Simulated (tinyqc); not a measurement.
Gupta-type many-body potential for a metal. From one set of inputs to another, one input at a time. Computed by tinyqc, a small Python program. Command: `OMP_NUM_THREADS=1 python tinyqc.py 3018198 3018199 out.jsonl gupta ladder`. One thread of a shared host (Intel(R) Xeon(R) Processor @ 2.30GHz), about 0.01 s of CPU time with the checks.

E_i = sum_j A exp(-p (r_ij/r0 - 1)) - xi rho_i^gamma, with rho_i = sum_j exp(-2 q (r_ij/r0 - 1)); gamma = 1/2 is the tight-binding second-moment form. The crystal is fcc unless stated; d is the neighbour distance and a fixed number of shells is kept.

The inputs printed are set A. Inputs not listed in the table keep their values of set A, so the rows need not describe a real material.

Inputs (values chosen for the exercise, for a model metal):
```
quantity                  value      unit
repulsion A               0.106        eV
hopping xi                 0.78        eV
decay p                    10.9         -
decay q                     3.2         -
reference distance r0     2.889  angstrom
shells kept                   3         -
embedding exponent gamma    0.6         -
```

Constants: 1 eV/angstrom^3 = 160.2176634 GPa.

Method:
- fcc shells: d sqrt(k), k = 1..5, with 12, 6, 24, 12, 24 atoms; Omega = d^3/sqrt2.
- Equilibrium: dE/dd = 0; B = d^2 E''(d)/(9 Omega).
- Repulsion and density of one neighbour in each shell, and their sums.
- Each neighbour j of the vacancy loses one repulsive term and one density term: E_v = sum_shells count x {-repulsion - xi [(rho - density)^gamma - rho^gamma]}. (The removed atom returns to a bulk-like site, so its own energy cancels.)

Each row keeps all changes above it:
```
input moved                        from      to  cohesive energy E_c (eV)  neighbour distance d (angstrom)  vacancy energy E_v (eV)
set A                                 -       -                    2.2950                           2.8859                   0.8926
reference distance r0 (angstrom)  2.889   2.491                    2.2950                           2.4883                   0.8926
decay q                             3.2    1.16                    3.4189                           2.6554                   1.8228
decay p                            10.9      17                    3.6272                           2.6613                   2.0375
hopping xi (eV)                    0.78    1.04                    4.9917                           2.6139                   2.8027
repulsion A (eV)                  0.106  0.0383                    5.5883                           2.4463                   3.1329
embedding exponent gamma            0.6     0.5                    4.0451                           2.5239                   1.8613
```

Where does the difference come from?

Cohesive energy E_c goes from 2.29 to 4.05, a factor 1.76 in all. The largest single move comes from decay q (a factor 1.49), and embedding exponent gamma works against it (a factor 0.724). Neighbour distance d goes from 2.89 to 2.52, a factor 0.875 in all. The largest single move comes from reference distance r0 (a factor 0.862), and decay q works against it (a factor 1.07). Vacancy energy E_v goes from 0.893 to 1.86, a factor 2.09 in all. The largest single move comes from decay q (a factor 2.04), and embedding exponent gamma works against it (a factor 0.594). The single moves hold for this order of the switches; the total does not depend on the order.

Extremes, crossings and ranges named in words are read from the listed rows.
